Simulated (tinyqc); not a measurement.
The methods across T_c: square-lattice Ising model by mean field, Bethe lattice, transfer matrix, exact enumeration and Monte Carlo steps. Computed by tinyqc, a small Python program. Command: `OMP_NUM_THREADS=1 python tinyqc.py 3013122 3013123 out.jsonl ising walk`. One thread of a shared host (Intel(R) Xeon(R) Processor @ 2.30GHz), about 0.07 s of CPU time with the checks.

H = -J sum over nearest pairs s_i s_j, s = +-1, no field, periodic boundaries; energies per site are in J. As a lattice gas or an alloy, s marks which species holds the site.

Inputs (values chosen for the exercise, for a model lattice): coupling J = 5.76 meV; factor on the grid 1.5, 1.85, 2.1, 2.45, 2.65, 3.1, 3.6, 4.4 of k_B T/J = 1.01.

Enumerated cell: 4 x 4.

Constants: k_B = 8.617333262e-05 eV/K.

Method:
- K = J/(k_B T). Mean field: m = tanh(4 K m), u = -2 m^2. Bethe: cavity field h = 3 artanh(tanh K tanh h), m = tanh(4h/3), u = -2 (tanh K + tanh^2 h)/(1 + tanh K tanh^2 h). Exact: m = [1 - sinh(2K)^(-4)]^(1/8) below T_c; u = -coth(2K) [1 + (2/pi)(2 tanh^2(2K) - 1) K1(k)], k = 2 sinh(2K)/cosh^2(2K), K1 the complete elliptic integral of the first kind. The largest root is taken.
- Weights count x exp(-K E); N = 16; u = <E>/N, c = K^2 (<E^2> - <E>^2)/N in k_B, Binder U = 1 - <M^4>/(3 <M^2>^2).
- The grid values of k_B T/J times the given factor are rounded to 3 figures before use.

States of the 4 x 4 cell:
```
E (J),|M|,count
-32,16,2
-24,14,32
-20,12,64
-16,0,8
-16,8,48
-16,10,192
-16,12,176
-12,2,128
-12,4,192
-12,6,384
-12,8,512
-12,10,512
-8,0,768
-8,2,1248
-8,4,1408
-8,6,1376
-8,8,1472
-8,10,416
-4,0,1600
-4,2,3840
-4,4,3648
-4,6,3328
-4,8,1152
0,0,4356
0,2,7360
0,4,5856
0,6,2496
0,8,456
4,0,3264
4,2,6272
4,4,3136
4,6,896
8,0,2112
8,2,2784
8,4,1536
8,6,256
12,0,576
12,2,1024
12,4,128
16,0,120
16,2,192
16,4,112
20,0,64
24,2,32
32,0,2
```

Order and energy:
```
k_B T/J,T (K),m mean field,m Bethe,m exact,<|m|> cell,u Bethe,u exact,u cell,U cell
1.52,101.60,0.98909,0.98577,0.98530,0.98493,-1.9478,-1.9471,-1.9465,0.66368
1.87,124.99,0.96879,0.95135,0.94457,0.94508,-1.8355,-1.8257,-1.8266,0.65301
2.12,141.71,0.94502,0.90045,0.85693,0.88870,-1.6892,-1.6422,-1.6769,0.63439
2.47,165.10,0.89584,0.75503,0.00000,0.77531,-1.3524,-1.1328,-1.4035,0.58673
2.68,179.14,0.85575,0.57682,0.00000,0.70167,-1.0525,-0.9756,-1.2366,0.54752
3.13,209.22,0.73476,0.00000,0.00000,0.56681,-0.6181,-0.7687,-0.9431,0.45313
3.64,243.30,0.50061,0.00000,0.00000,0.46532,-0.5360,-0.6273,-0.7269,0.35654
4.44,296.78,0.00000,0.00000,0.00000,0.37768,-0.4430,-0.4915,-0.5362,0.25297
```

At k_B T/J = 1.52 all values of m agree within 0.005. At 2.47 the exact m is 0 while Bethe gives 0.76, mean field 0.90 and the cell 0.78: neglect of fluctuations raises T_c, and a finite cell rounds the transition. U falls from 0.664 (2/3 when ordered) to 0.253 (0 for a large disordered system).

Extremes, crossings and ranges named in words are read from the listed rows.
